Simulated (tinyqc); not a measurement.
# Changing the temperature T

Model: valley-orbit splitting of a donor ground state, with strain. Computed by tinyqc, a small Python program. Command: `OMP_NUM_THREADS=1 python tinyqc.py 3007499 3007500 out.jsonl valleyorbit sweep`. One thread of a shared host (Intel(R) Xeon(R) Processor @ 2.30GHz), about 0.01 s of CPU time with the checks.

The basis is the 1s envelope in each valley; energies are counted from the unstrained conduction-band edge. The strain is e_s (a a^T - 1/3) for the unit stress axis a, so valley j along n_j moves by Xi_u e_s w_j with w_j = (n_j.a)^2 - 1/3: -1/3 for x and y, +2/3 for z.

Inputs (values chosen for the exercise, for a model many-valley semiconductor):
```
quantity                                   value   unit
single-valley binding energy E_0            41.6    meV
central-cell shift Lambda                   7.86    meV
coupling Delta_1                            3.58    meV
coupling Delta_2                            4.14    meV
shear deformation potential Xi_u            9.02     eV
shear strain e_s                          -6e-05      -
donor density N_D                          4e+16  cm^-3
density-of-states mass of one valley m_e   0.335    m_0
```

Valleys: six along <100>. Stress axis: [001].

Constants: k_B = 8.617333262e-05 eV/K; m_0 = 9.1093837015e-31 kg; k_B = 1.380649e-23 J/K; h = 6.62607015e-34 J s.

Method. H_jj = -(E_0 + Lambda) + Xi_u e_s w_j; H_jk = -Delta_2 between opposite valleys and -Delta_1 between perpendicular ones. z = sum over levels of exp(-(E - E_ground)/k_B T), the ground-state share being 1/z; N_c = 2 (2 pi m_e k_B T/h^2)^(3/2) sum_j exp(-(shift_j - lowest shift)/k_B T); n1 = N_c/(2 z) exp(-binding/k_B T), binding = lowest shift - E_ground; without compensation n = 2 N_D/(1 + sqrt(1 + 4 N_D/n1)) (Boltzmann statistics; p and higher states left out).

One run for each value:
```
temperature T (K)  partition sum z  share of neutral donors in the ground state  free electrons n (cm^-3)
10                          1.0000                                      1.00000                4.6722e-01
15                          1.0000                                      1.00000                3.1712e+05
23                          1.0001                                      0.99993                4.0436e+09
36                          1.0040                                      0.99599                2.7416e+12
55                          1.0470                                      0.95510                1.6147e+14
84                          1.2350                                      0.80969                2.3553e+15
130                         1.6929                                      0.59071                1.2539e+16
200                         2.3833                                      0.41958                2.7944e+16
300                         3.1227                                      0.32024                3.6135e+16
```

Over the rows, partition sum z rises from 1.00 to 3.12; share of neutral donors in the ground state falls from 1.000 to 0.320; free electrons n (cm^-3) rises from 0.467 to 3.61e16 (exponent d ln y / d ln x 33 between the first rows and 0.63 between the last).

Caution (rows 10.0): n is below one electron per cm^3, so thermal ionisation is negligible and the number is formal. Caution (rows 200, 300): k_B T exceeds a third of E_0, so the p and higher states, left out, hold part of the bound electrons.

Extremes, crossings and ranges named in words are read from the listed rows.
